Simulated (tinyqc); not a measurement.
n-type polysilicon, carrier trapping at grain boundaries: effect of the temperature.

One-dimensional grains of size Lg, uniform ionised doping N, monovalent traps Qt at each boundary at a depth Et below (for electrons) or above (for holes) the band edge there, abrupt depletion of width W on each side of a boundary, Boltzmann statistics. xi is the distance from the band edge at the grain centre to the Fermi level. Trapped charge Qt/(1 + exp((xi + VB - Et)/Vt)) = 2 N W, barrier VB = q N W^2/(2 eps0 eps_r).

NB is given at 350 K and scales as (T/350 K)^1.5. If the trap equation with xi = Vt ln(NB/N) has a root W < Lg/2, the grain is partly depleted; otherwise W = Lg/2 and the trap equation gives xi = Et - VB + Vt ln(Qt/(N Lg) - 1). N* = Qt/Lg. n0 = NB exp(-xi/Vt); mean density n0 (1 - 2 W/Lg) by charge balance in a partly depleted grain, and n0 (sqrt(pi)/2) erf(u)/u with u = sqrt(VB/Vt) in a fully depleted one; v = sqrt(kB T/(2 pi ms m0)); barrier resistivity Vt exp(VB/Vt)/(q fe n0 v Lg); grain resistivity (1 - 2 W/Lg)/(q n0 mug); effective mobility 1/(q mean density total resistivity). Rows with xi above 0.45 V, towards mid-gap, are left out, since the other carrier type is ignored.

Parameters, values chosen for the exercise; values of the order met in polycrystalline silicon: relative permittivity eps_r = 11.7; conduction-band density of states at the reference temperature NB = 3.53e19 cm^-3; grain size Lg = 140 nm; trap density of a grain boundary Qt = 6.4e11 cm^-2; depth of the trap level from the majority band edge at the boundary Et = 0.44 eV; mass for thermionic emission ms = 0.28 m0; correction factor of the emission rate fe = 1; mobility inside the grains mug = 110 cm^2/(V s); doping N = 1e17 cm^-3.

Constants: q = 1.602176634e-19 C, kB = 1.380649e-23 J/K, m0 = 9.1093837015e-31 kg, Vt = kB T/q, eps0 = 8.8541878128e-14 F/cm where lengths are in cm. Results are converted to the units shown.

The same in every row: N/N* = 2.1875.

Result of one run:

| depleted share 2 W/Lg | VB (V) | xi (V) | mean density (cm^-3) | resistivity (ohm cm) | effective mobility (cm^2/(V s)) |
|---|---|---|---|---|---|
| 0.45711 | 0.079173 | 0.13347 | 5.4289e16 | 0.89086 | 129.05 |

Which temperature T gave this result: 200, 240, 280, 320 or 400 K?

T = 280 K.

The whole series:

| T (K) | depleted share 2 W/Lg | VB (V) | xi (V) | mean density (cm^-3) | resistivity (ohm cm) | effective mobility (cm^2/(V s)) |
|---|---|---|---|---|---|---|
| 200 | 0.45714 | 0.079185 | 0.086639 | 5.4286e16 | 2.1395 | 53.739 |
| 240 | 0.45714 | 0.079185 | 0.10962 | 5.4286e16 | 1.2409 | 92.655 |
| 280 | 0.45711 | 0.079173 | 0.13347 | 5.4289e16 | 0.89086 | 129.05 |
| 320 | 0.45685 | 0.079084 | 0.15806 | 5.4315e16 | 0.72029 | 159.54 |
| 360 | 0.45568 | 0.078678 | 0.18330 | 5.4432e16 | 0.62255 | 184.19 |
| 400 | 0.45188 | 0.077374 | 0.20912 | 5.4812e16 | 0.55807 | 204.05 |
| 440 | 0.44287 | 0.074317 | 0.23545 | 5.5713e16 | 0.51105 | 219.22 |

As T goes from 200 to 440, VB falls from 0.0792 to 0.0743 V, the resistivity falls from 2.14 to 0.511 ohm cm and the effective mobility rises from 53.7 to 219 cm^2/(V s). The activation energy kB ln(rho1/rho2)/(1/T1 - 1/T2) is 0.0563 eV between the first two rows and 0.0334 eV between the last two; mug is held fixed. For T = 280, 320, 360, 400, 440 the effective mobility exceeds mug, since drift through the depleted part of the grain is left out.

tinyqc, about 0.01 s, one thread, Intel Xeon 2.30GHz (shared host): `OMP_NUM_THREADS=1 python tinyqc.py 2830228 2830229 out.jsonl`
